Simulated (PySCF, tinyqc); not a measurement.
Worked calculation: RHF in the sto-6g basis, for H4, spin multiplicity 1. The lowest restricted solution is unstable here: a spin-polarised one lies 0.1382 hartree lower (PySCF). One step of it, computed by the program tinyqc.

Question. Iteration 2: building the Fock matrix. J_ij = sum D_kl (ij|kl), K_ij = sum D_kl (ik|jl); F = H + J - 0.5 K; E = tr D H + tr D J / 2 - 0.25 tr D K + E_nn.

D after iteration 1, lower triangle:
```
           1H 1s      2H 1s     3H 1s     4H 1s
1H 1s   0.823908
2H 1s   0.823908   0.823908
3H 1s  -0.147489  -0.147489  0.823908
4H 1s  -0.147489  -0.147489  0.823908  0.823908
```

core Hamiltonian H = T + V (hartree), lower triangle:
```
           1H 1s      2H 1s      3H 1s      4H 1s
1H 1s  -1.334455
2H 1s  -0.454904  -1.334455
3H 1s  -0.285757  -0.127072  -1.334455
4H 1s  -0.127072  -0.285757  -0.454904  -1.334455
```

Two-electron integrals (ij|kl) in chemists' order, unique and non-zero (hartree):
```
(11|11) 0.774999   (21|11) 0.135664   (21|21) 0.036488   (22|11) 0.344159
(22|21) 0.135664   (22|22) 0.774999   (31|11) 0.077503   (31|21) 0.015894
(31|22) 0.046562   (31|31) 0.013290   (32|11) 0.024979   (32|21) 0.007076
(32|22) 0.027803   (32|31) 0.004526   (32|32) 0.002040   (33|11) 0.288533
(33|21) 0.067124   (33|22) 0.223537   (33|31) 0.077503   (33|32) 0.027803
(33|33) 0.774999   (41|11) 0.027803   (41|21) 0.007076   (41|22) 0.024979
(41|31) 0.004526   (41|32) 0.001991   (41|33) 0.024979   (41|41) 0.002040
(42|11) 0.046562   (42|21) 0.015894   (42|22) 0.077503   (42|31) 0.007976
(42|32) 0.004526   (42|33) 0.046562   (42|41) 0.004526   (42|42) 0.013290
(43|11) 0.067124   (43|21) 0.017890   (43|22) 0.067124   (43|31) 0.015894
(43|32) 0.007076   (43|33) 0.135664   (43|41) 0.007076   (43|42) 0.015894
(43|43) 0.036488   (44|11) 0.223537   (44|21) 0.067124   (44|22) 0.288533
(44|31) 0.046562   (44|32) 0.024979   (44|33) 0.344159   (44|41) 0.027803
(44|42) 0.077503   (44|43) 0.135664   (44|44) 0.774999
```

nuclear repulsion = 1.73018787 hartree

Give: Coulomb J; exchange K; Fock matrix F; total energy of this density.

Answer.

Coulomb J (hartree), lower triangle:
```
        1H 1s   2H 1s   3H 1s   4H 1s
1H 1s  1.6260
2H 1s  0.4102  1.6260
3H 1s  0.2479  0.1064  1.6260
4H 1s  0.1064  0.2479  0.4102  1.6260
```

exchange K (hartree), lower triangle:
```
        1H 1s   2H 1s   3H 1s   4H 1s
1H 1s  0.8744
2H 1s  0.5250  0.8744
3H 1s  0.1381  0.1022  0.8744
4H 1s  0.1022  0.1381  0.5250  0.8744
```

Fock matrix F (hartree), lower triangle:
```
         1H 1s    2H 1s    3H 1s    4H 1s
1H 1s  -0.1457
2H 1s  -0.3072  -0.1457
3H 1s  -0.1070  -0.0717  -0.1457
4H 1s  -0.0717  -0.1070  -0.3072  -0.1457
```

total energy of this density = -1.790082 hartree
